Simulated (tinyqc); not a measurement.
Susceptibility against the Curie-Weiss form: Heisenberg spin cluster by exact diagonalisation: multiplets, susceptibility, level crossings. Computed by tinyqc, a small Python program. Command: `OMP_NUM_THREADS=1 python tinyqc.py 3027284 3027285 out.jsonl spincl walk`. One thread of a shared host (Intel(R) Xeon(R) Processor @ 2.30GHz), about 0.01 s of CPU time with the checks.

H = J1 sum S_i.S_j over the bonds 1-2, 2-3, 3-4, 4-5, 5-6, 6-1 + J2 sum over 1-3, 2-4, 3-5, 4-6, 5-1, 6-2 - g mu_B B S_z; J > 0 is antiferromagnetic.

Inputs (values chosen for the exercise, for a model cluster): exchange J1 = 1.5 meV; exchange J2 = 1.4 meV; g factor = 2.01.

Cluster: ring of six with second neighbours J2. Spin s of each site: 0.5.

Constants: k_B = 8.617333262e-05 eV/K.

Method:
- Every multiplet has one member in the block S_z = 0; diagonalise it and read the total spin from <S^2> = S (S + 1).
- Z = sum k (2S + 1) exp(-E/(k_B T)) over the table, k the number of multiplets; <S^2> likewise with the factor S (S + 1); chi T = N_A g^2 mu_B^2 <S^2>/(3 k_B) = 0.125049 g^2 <S^2> cm^3 K/mol (cgs, per mole of clusters); C = (<E^2> - <E>^2)/(k_B T)^2; entropy = ln Z + <E>/(k_B T).
- High-temperature form: chi T = C0/(1 - theta/T), C0 = 0.125049 g^2 n s (s + 1), k_B theta = -(2/3) s (s + 1) (sum of J over bonds)/n, n = 6; a dash where T <= 1.05 theta.

Levels at B = 0:
```
E (meV)   total S  number of multiplets
-4.35000        0                     1
-3.00748        0                     1
-2.90446        1                     1
-2.90169        1                     2
-2.85000        0                     2
-1.50000        1                     2
-1.35000        1                     1
-0.09554        1                     1
0.00000         2                     2
0.00748         0                     1
0.05169         1                     2
1.35000         2                     1
1.50000         2                     2
4.35000         3                     1
```

gap to the next level = 1.34252 meV

theta = -16.827 K

Against temperature:
```
T (K)  chi T (cm^3 K/mol)  Curie-Weiss  chi (cm^3/mol)  C (k_B)
1.7            4.6519e-04       0.2086        0.000274   0.0612
3.5            6.8679e-02       0.3915        0.019622   1.9341
6.1            3.4674e-01       0.6049        0.056842   2.3320
10.0           6.2737e-01       0.8475        0.062737   1.4960
17.0           9.5046e-01       1.1426        0.055909   0.9848
28.0           1.2873e+00       1.4201        0.045977   0.5289
44.0           1.5655e+00       1.6445        0.035580   0.2571
70.0           1.7922e+00       1.8329        0.025602   0.1127
140.0          2.0167e+00       2.0295        0.014405   0.0304
280.0          2.1409e+00       2.1446        0.007646   0.0079
```

What follows from these numbers?

The Curie-Weiss form is within 3 % in the last 3 rows. chi passes a maximum, at 10 K among these rows, the mark of a singlet ground state; among these rows C is largest at 6.1 K, and the gap is 15.6 K.

Extremes, crossings and ranges named in words are read from the listed rows.
